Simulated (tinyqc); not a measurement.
Thresholds of impact ionisation and Auger recombination from band masses, step by step. Values are carried at full precision from step to step, so a last printed digit may differ when a step is redone from the rounded ones.

Parabolic bands, no phonon. At threshold the three slow carriers share one velocity. With M their total mass and m4 the mass of the fast carrier, the fast carrier has the kinetic energy E_T = G M/(M - m4) and the slow ones together E_a = G m4/(M - m4), the activation energy of the Auger rate. CCCH (fast electron): G = Eg, M = 2 me + mh, m4 = me. CHHS (hole into the split-off band): G = Eg - Dso, M = 2 mh + me, m4 = ms; this form holds for Eg > Dso (below, the process needs about Dso - Eg and is marked by a dash). CHHL (hole into the light band): G = Eg, M = 2 mh + me, m4 = ml. CHHH (fast heavy hole): G = Eg, M = 2 mh + me, m4 = mh.

Constants: kB = 8.617333262e-05 eV/K; hbar^2/2m0 = 3.80998211 eV angstrom^2.

Parameters, chosen for this exercise (near those of CdTe, gap at low temperature and not tied to T; not measured data):

| symbol | value | unit | meaning |
|---|---|---|---|
| Eg | 1.569 | eV | gap at Gamma to the s-like level |
| Dso | 0.9 | eV | spin-orbit splitting |
| me | 0.0958 | m0 | electron mass at Gamma |
| mh | 0.65 | m0 | heavy-hole mass |
| ms | 0.267 | m0 | split-off mass |
| ml | 0.1148 | m0 | light-hole mass |
| T | 250 | K | temperature |

## Thresholds of four processes

Give G, M, m4, E_T, E_a and E_a/kT.

Results:

| process | G (eV) | M | m4 | E_T (eV) | E_a (eV) | E_a/kT |
|---|---|---|---|---|---|---|
| CCCH | 1.5690 | 0.8416 | 0.0958 | 1.7705 | 0.2015 | 9.36 |
| CHHS | 0.6690 | 1.3958 | 0.2670 | 0.8272 | 0.1582 | 7.35 |
| CHHL | 1.5690 | 1.3958 | 0.1148 | 1.7096 | 0.1406 | 6.53 |
| CHHH | 1.5690 | 1.3958 | 0.6500 | 2.9365 | 1.3675 | 63.47 |

The lowest activation energy is that of CHHL (141 meV), then CHHS (158 meV). At equal G a light fast carrier takes up the energy with little momentum, so little is asked of the slow ones; CHHH asks 0.87 Eg. For equal masses E_T would be 3/2 Eg; for electrons here it is 1.128 Eg.

## Momenta at the CCCH threshold

At the threshold of the parabolic CCCH process the fast electron has E_T = Eg M/(M - me), M = 2 me + mh, and the slow carriers E_a = E_T - Eg together. It has k4 = sqrt(me E_T/c), c = hbar^2/2m0; the slow carriers share k4 in proportion to their masses. Give the wave vectors and kinetic energies, and check that they add up to E_a.

k4 = 0.21100 1/angstrom

electron, electron, hole (1/angstrom): 0.02402  0.02402  0.16296

their kinetic energies (meV): 22.94  22.94  155.66

sum = 201.54 meV

The hole carries 77 % of the momentum and of the energy of the slow carriers.

## Non-parabolicity raises the threshold

Non-parabolic fast electron: E (1 + alpha E) = c k^2/me with alpha = (1 - me)^2/Eg; the slow carriers stay parabolic, so E_T = Eg + me E_T (1 + alpha E_T)/M, M = 2 me + mh (the root between Eg and 1.9 Eg).

Give alpha, E_T, E_a = E_T - Eg and k4.

alpha = 0.5211 1/eV
E_T = 2.0525 eV
E_a = 0.4835 eV
k4 = 0.32682 1/angstrom

E_a is 2.40 times the parabolic value, since an electron at E_T above the edge has 1 + alpha E_T = 2.07 times the squared momentum, and E_T itself is 1.16 times higher. In the real crystal the L valleys lie below this energy, so the fast electron may not stay in the Gamma valley.

## Temperature dependence

For non-degenerate carriers at fixed densities the Auger coefficient goes as exp(-E_a/kT), up to slowly varying powers of T. Give exp(-E_a/kT) for the parabolic and the non-parabolic CCCH value, and the characteristic temperature T0 = kT^2/E_a of each.

Boltzmann factors: 8.651e-05  1.789e-10

T0 (K): 27  11

Non-parabolicity lowers the factor by 4.8e+05 times; direct CCCH is then negligible, and processes with lower thresholds, or assisted by phonons or defects, take over.

## Checks

- Largest energy that an electron at k4 can give to a pair, by numerical search, against Eg (eV): both 1.5690.

Computed by tinyqc, a small Python program: `OMP_NUM_THREADS=1 python tinyqc.py 1850220 1850221 out.jsonl` (the numbers bound the seed that draws the inputs); one thread of a shared host (Intel(R) Xeon(R) Processor @ 2.30GHz), about 0.01 s for the whole set of steps.
